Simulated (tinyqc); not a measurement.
Absorption edge of a degenerate semiconductor, band filling against gap narrowing: the optical edge against doping.

n-type, parabolic bands, full ionisation. eta = (EF - Ec)/kB T solves N = Nc F12(eta), F12(x) = (2/sqrt(pi)) int_0^infinity sqrt(u)/(1 + exp(u - x)) du. The gap shrinks rigidly by dEg = a3 y^(1/3) + a4 y^(1/4) + a2 y^(1/2), y = N/1e18 cm^-3, an empirical law that is here taken as the true narrowing.

Vertical transitions need an empty final state: the edge is taken where the state lies 4 kB T below EF, E_opt = Eg - dEg + (1 + me/mh) max(eta - 4, 0) kB T; wavelength h c/(q E_opt).

Inputs (values chosen for the exercise); band and dielectric values close to those of indium phosphide:
- T = 400 K (temperature)
- Eg = 1.33 eV (band gap)
- Nc = 8.68e17 cm^-3 (conduction-band density of states at 400 K, from me)
- me = 0.0796 m0 (electron mass)
- mh = 0.599 m0 (hole mass)
- a3 = 14.8 meV (coefficient of (N/1e18)^(1/3))
- a4 = 11.7 meV (coefficient of (N/1e18)^(1/4))
- a2 = 1.4 meV (coefficient of (N/1e18)^(1/2))

Constants: q = 1.602176634e-19 C, kB = 1.380649e-23 J/K, Vt = kB T/q. Results are converted to the units shown.

The optical edge against doping:
```
N (cm^-3)       eta  dEg (meV)  filling shift (meV)  E_opt (eV)
1.6e17      -1.6260     15.994                    0      1.3140
3.5e17     -0.76649     20.257                    0      1.3097
7.8e17      0.20692     25.855                    0      1.3041
1.7e18       1.3467     32.849                    0      1.2972
3.8e18       2.9405     42.160                    0      1.2878
8.3e18       5.2859     53.858               50.216      1.3264
1.8e19       9.0336     68.826               196.56      1.4577
4e19         15.487     88.894               448.56      1.6897
8.9e19       26.454     115.22               876.83      2.0916
```

What does the comparison show?

E_opt goes from 1.31 through a minimum of 1.29 (at N = 3.8e18 cm^-3 among the rows listed) to 2.09 eV, against Eg = 1.33 eV; the filling shift is 0 while eta is below 4. At the end narrowing grows as N^(0.32) and EF - Ec as N^(0.67). Filling therefore wins at high density. For N = 1.8e19, 4e19, 8.9e19 EF lies more than 0.2 eV in the band, where non-parabolicity lowers it markedly.

Range of the model: Band tails, non-parabolic bands and incomplete ionisation are left out.

tinyqc, about 0.01 s, one thread, Intel Xeon 2.30GHz (shared host): `OMP_NUM_THREADS=1 python tinyqc.py 2330116 2330117 out.jsonl`
